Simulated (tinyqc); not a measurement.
Inside a calculation. Model: square-lattice Ising model by mean field, Bethe lattice, transfer matrix, exact enumeration and Monte Carlo steps. Computed by tinyqc, a small Python program that keeps every step. Command: `OMP_NUM_THREADS=1 python tinyqc.py 3015502 3015503 out.jsonl ising walk`. One thread of a shared host (Intel(R) Xeon(R) Processor @ 2.30GHz), about 1 s of CPU time with the checks. Intermediate numbers are printed to about 6 digits and carried at full precision; extremes and crossings named in words are read from the listed rows.

H = -J sum over nearest pairs s_i s_j, s = +-1, no field, periodic boundaries; energies per site are in J. As a lattice gas or an alloy, s marks which species holds the site.

Inputs (values chosen for the exercise, for a model lattice):
```
quantity                                                                 value  unit
coupling J                                                                67.5   meV
temperature T                                                             1910     K
strip width w                                                                3     -
factor on the grid 1.5, 1.85, 2.1, 2.45, 2.65, 3.1, 3.6, 4.4 of k_B T/J   1.06     -
```

Enumerated cell: 4 x 5. Monte Carlo rule: Metropolis.

Constants: k_B = 8.617333262e-05 eV/K.

## Reduced coupling

K = J/(k_B T). Onsager: k_B T_c/J = 2/ln(1 + sqrt 2); mean field: 4; Bethe lattice with z = 4: 2/ln 2.

K = 0.410107

critical temperatures (K): exact 1777.46, Bethe 2260.14, mean field 3133.22

T lies above the exact T_c but below the Bethe value.

## Three theories of the infinite lattice

K = J/(k_B T). Mean field: m = tanh(4 K m), u = -2 m^2. Bethe: cavity field h = 3 artanh(tanh K tanh h), m = tanh(4h/3), u = -2 (tanh K + tanh^2 h)/(1 + tanh K tanh^2 h). Exact: m = [1 - sinh(2K)^(-4)]^(1/8) below T_c; u = -coth(2K) [1 + (2/pi)(2 tanh^2(2K) - 1) K1(k)], k = 2 sinh(2K)/cosh^2(2K), K1 the complete elliptic integral of the first kind. The largest root is taken.

m, mean field = 0.901141

u, mean field = -1.62411

cavity field h = 0.772288

m, Bethe = 0.773795

u, Bethe = -1.39054

m, exact = 0

u, exact = -1.16328

Against the exact energy mean field misses by -0.461 J and Bethe by -0.227 J.

## Transfer matrix

Strip of w sites, periodic across (for w = 2 the pair is joined by two bonds): T(s, s') = exp(K [sum_i s_i s'_i + (r(s) + r(s'))/2]), r(s) = sum_i s_i s_(i+1).

T:
```
         +++     ++-     +-+     +--     -++     -+-     --+      ---
+++  11.7124  2.2710  2.2710  1.0000  2.2710  1.0000  1.0000   1.0000
++-   2.2710  2.2710  0.4403  1.0000  0.4403  1.0000  0.1939   1.0000
+-+   2.2710  0.4403  2.2710  1.0000  0.4403  0.1939  1.0000   1.0000
+--   1.0000  1.0000  1.0000  2.2710  0.1939  0.4403  0.4403   2.2710
-++   2.2710  0.4403  0.4403  0.1939  2.2710  1.0000  1.0000   1.0000
-+-   1.0000  1.0000  0.1939  0.4403  1.0000  2.2710  0.4403   2.2710
--+   1.0000  0.1939  1.0000  0.4403  1.0000  0.4403  2.2710   2.2710
---   1.0000  1.0000  1.0000  2.2710  1.0000  2.2710  2.2710  11.7124
```

## Free energy and correlation length of the strip

With the eigenvalues l1 > l2: -f/(k_B T) = ln(l1)/w per site; xi = 1/ln(l1/l2) rows.

three largest eigenvalues: 15.7866  11.1862  2.6368

-f/(k_B T) = 0.919720

correlation length xi = 2.90290

xi/w = 0.968; for wide strips at T_c this ratio tends to 4/pi = 1.273, and T lies above T_c, where xi tends to a constant.

## Exact averages on the small cell

States of the 4 x 5 cell:
```
E (J)  |M|  count
-40     20      2
-32     18     40
-28     16     80
-24      4     10
-24     12     50
-24     14    240
-24     16    300
-20      0     44
-20      2     80
-20      6     80
-20      8    160
-20     10    408
-20     12    680
-20     14    960
-16      0    260
-16      2    640
-16      4   1080
-16      6   1280
-16      8   1760
-16     10   2200
-16     12   3060
-16     14   1080
-12      0   2960
-12      2   5800
-12      4   5840
-12      6   6680
-12      8   7680
-12     10   8400
-12     12   3880
-8       0  10380
-8       2  21680
-8       4  22650
-8       6  23000
-8       8  20620
-8      10  11280
-8      12   2020
-4       0  30880
-4       2  59640
-4       4  54960
-4       6  44240
-4       8  25200
-4      10   6680
0        0  48442
0        2  91280
0        4  72320
0        6  42880
0        8  15720
0       10   2040
4        0  46640
4        2  82600
4        4  55920
4        6  26200
4        8   5200
8        0  29000
8        2  49320
8        4  27960
8        6   8120
8        8   1180
12       0  11740
12       2  17960
12       4   8680
12       6   2160
16       0   3200
16       2   5360
16       4   1860
16       6    400
20       0    960
20       2   1200
20       4    600
24       0    200
24       2    280
24       4     60
28       0     40
28       2     80
32       0     10
```

Weights count x exp(-K E); N = 20; u = <E>/N, c = K^2 (<E^2> - <E>^2)/N in k_B, Binder U = 1 - <M^4>/(3 <M^2>^2).

ln Z / N = 0.917206

u, cell = -1.40060

heat capacity c, cell = 0.872716

<|m|>, cell = 0.762419

Binder cumulant U = 0.584309

The cell energy lies -0.237 J from the infinite lattice: periodic images add correlation. <|m|> stays finite although the infinite lattice has m = 0.

## The methods across T_c

The grid values of k_B T/J times the given factor are rounded to 3 figures before use.

Order and energy:
```
k_B T/J    T (K)  m mean field   m Bethe   m exact  <|m|> cell   u Bethe   u exact    u cell    U cell
1.59     1245.45      0.986092  0.981246  0.980417    0.979716  -1.93222  -1.93083  -1.92994  0.663007
1.96     1535.28      0.961217  0.936350  0.923433    0.924109  -1.79031  -1.77310  -1.77441  0.648122
2.23     1746.77      0.931715  0.866872  0.733124    0.843169  -1.60211  -1.50020  -1.57956  0.619718
2.60     2036.59      0.872065  0.658467  0.000000    0.697114  -1.17690  -1.02829  -1.26219  0.549761
2.81     2201.09      0.826224  0.368691  0.000000    0.617952  -0.82021  -0.90302  -1.09921  0.499195
3.29     2577.07      0.676277  0.000000  0.000000    0.482458  -0.58985  -0.71715  -0.82578  0.383788
3.82     2992.22      0.360758  0.000000  0.000000    0.395077  -0.51192  -0.59005  -0.64616  0.285873
4.66     3650.20      0.000000  0.000000  0.000000    0.323500  -0.42272  -0.46440  -0.48771  0.194373
```

At k_B T/J = 1.59 all values of m agree within 0.007. At 2.6 the exact m is 0 while Bethe gives 0.66, mean field 0.87 and the cell 0.70: neglect of fluctuations raises T_c, and a finite cell rounds the transition. U falls from 0.663 (2/3 when ordered) to 0.194 (0 for a large disordered system).

## Metropolis steps

start configuration, 5 x 5, rows and columns numbered from 1:
```
    1   2   3   4   5
1   1  -1  -1   1  -1
2  -1   1  -1  -1   1
3  -1  -1   1  -1   1
4   1  -1   1  -1   1
5   1   1   1   1  -1
```

Random draws:
```
step  row  column       u
1       1       1  0.9189
2       4       3  0.2929
3       5       4  0.1915
4       4       5  0.3356
5       1       2  0.6916
6       5       5  0.6382
7       5       4  0.3109
8       4       2  0.9332
9       2       1  0.0324
10      3       4  0.0783
11      4       1  0.4566
12      4       3  0.0976
13      2       5  0.8441
14      5       3  0.9621
```

h is the sum of the four neighbours. dE = 2 J s h; flip if u < p = min(1, exp(-2 K s h)).

Steps:
```
step  s before   h        p  s after
1            1  -2  1.00000       -1
2            1   0  1.00000       -1
3            1   0  1.00000       -1
4            1   0  1.00000       -1
5           -1   0  1.00000        1
6           -1  -2  0.19390       -1
7           -1   0  1.00000        1
8           -1   0  1.00000        1
9           -1   0  1.00000        1
10          -1   0  1.00000        1
11           1   0  1.00000       -1
12          -1   2  1.00000        1
13           1   0  1.00000       -1
14           1   2  0.19390        1
```

configuration after the steps:
```
    1   2   3   4   5
1  -1   1  -1   1  -1
2   1   1  -1  -1  -1
3  -1  -1   1   1   1
4  -1   1   1  -1  -1
5   1   1   1   1  -1
```

12 of the 14 steps changed a spin; the sum of spins went by less than the digits shown, at 1.

Checks made by the program: ln Z of the cell against the trace of a power of the transfer matrix (relative difference below 1e-10).
